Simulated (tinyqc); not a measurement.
Floating body of a partially depleted SOI transistor: body voltage and kink: two steps of the calculation.

Source at 0 V. Channel current Ic = 2 nf K Vt^2 [F(0) - F(Vd)](1 + la Vd), F(V) = ln^2(1 + exp((Vg - VT - nf V)/(2 nf Vt))), VT = VT0 - gb Vb. Saturation voltage Vs = 2 Vt sqrt(F(0)) + 3 Vt, excess Ve = (Vd - Vs + sqrt((Vd - Vs)^2 + 0.0004 V^2))/2, multiplication M1 = Ai Ve exp(-Bl/Ve). Each junction passes D(v) = J1 (exp(v/Vt) - 1) + J2 (exp(v/(2 Vt)) - 1). Bipolar current Ib = bb J1 (exp(Vb/Vt) - 1). The body settles where M1 (Ic + Ib) = D(Vb) + D(Vb - Vd) + Vb/Rb; drain current Id = (1 + M1)(Ic + Ib) - D(Vb - Vd).

Inputs (values chosen for the exercise); values of the order met in partially depleted silicon-on-insulator transistors: temperature T = 330 K; threshold at zero body voltage VT0 = 0.37 V; fall of the threshold per volt of body voltage gb = 0.27; slope factor nf = 1.17; gain factor per width K = 140 uA/(V^2 um); channel-length modulation factor la = 0.04 1/V; impact-ionisation prefactor Ai = 2 1/V; impact-ionisation voltage Bl = 8 V; diffusion saturation current of each junction J1 = 7.4e-12 uA/um; recombination saturation current of each junction J2 = 1.1e-7 uA/um; gain of the lateral bipolar transistor on the diffusion current bb = 0.5; resistance of a weak body tie to the source (1e9 stands for no tie, and the term is then dropped) Rb = 1e9 kohm um; gate voltage Vg = 0.85 V; drain voltage Vd = 1.2 V.

Constants: q = 1.602176634e-19 C, kB = 1.380649e-23 J/K, Vt = kB T/q. Results are converted to the units shown.

Problem 1. New Vb. Current into the body I_in = M1 (Ic + Ib) - D(Vb - Vd), current out I_out = D(Vb) + Vb/Rb; f = ln(I_in/I_out), s = df/dVb by central differences over 1e-5 V, Vb(new) = Vb - f/s.

Vb at the start = 0.28 V

Find: Ic; Ve; M1; I_in; I_out; f; s; Vb after iteration 1.

Solution 1.

Ic = 19.356 uA/um
Ve = 0.63996 V
M1 = 4.7660e-6
I_in = 9.2363e-5 uA/um
I_out = 1.5147e-5 uA/um
f = 1.8079
s = -21.762 1/V
Vb after iteration 1 = 0.36308 V

Problem 2. Drain current with floating and with grounded body. Id and VT at the converged Vb, Id at Vb = 0, their ratio, and the bipolar share Ib/(Ic + Ib).

converged Vb = 0.36196826 V

Wanted: VT; Id, floating; Id, grounded; ratio; bipolar share.

Solution 2.

VT = 0.2723 V
Id, floating = 20.93 uA/um
Id, grounded = 14.45 uA/um
ratio = 1.448
bipolar share = 5.963e-6 %

The body rises to 0.362 V and lowers the threshold by 97.7 mV.

Range of the model: The multiplication law is an empirical form chosen for the exercise; self-heating and capacitive coupling to the body are left out, and the linear laws are rough once Vb passes about 0.7 V or M1 about 0.1.

Program tinyqc, `OMP_NUM_THREADS=1 python tinyqc.py 2182178 2182179 out.jsonl`; Intel Xeon 2.30GHz, shared host, one thread, about 0.2 s.
